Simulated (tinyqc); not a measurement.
Worked calculation: plane-wave Kohn-Sham cycle with exchange-only LDA in a layered model solid. One step of it, computed by the program tinyqc.

Question. Iteration 2: Hamiltonian at one k. H(m,m') = (k + G_m)^2/2 delta + V(G_m - G_m'), with V(-G) = V(G).

A solid whose potential varies along x alone (atomic units):

| parameter | value |
|---|---|
| period a | 12.000000 |
| cross-section of the cell | 22.000000 |
| electrons per cell | 4 |
| grid points | 16 |
| plane waves -n..n, n | 2 |
| k points | 4 |
| V1 in V1 cos(2 pi x/a) | -0.400000 |
| V2 in V2 cos(4 pi x/a) | -0.210000 |

V(G_m), m = 0, 1, 2, ... (hartree): -0.240362  -0.059332  -0.101419  0.000663  0.000054

k = 0.125000 2 pi / a

Give: H.

Answer.

H (hartree):
```
         -2       -1       +0       +1       +2
-2   0.2416  -0.0593  -0.1014   0.0007   0.0001
-1  -0.0593  -0.1354  -0.0593  -0.1014   0.0007
+0  -0.1014  -0.0593  -0.2382  -0.0593  -0.1014
+1   0.0007  -0.1014  -0.0593  -0.0669  -0.0593
+2   0.0001   0.0007  -0.1014  -0.0593   0.3786
```
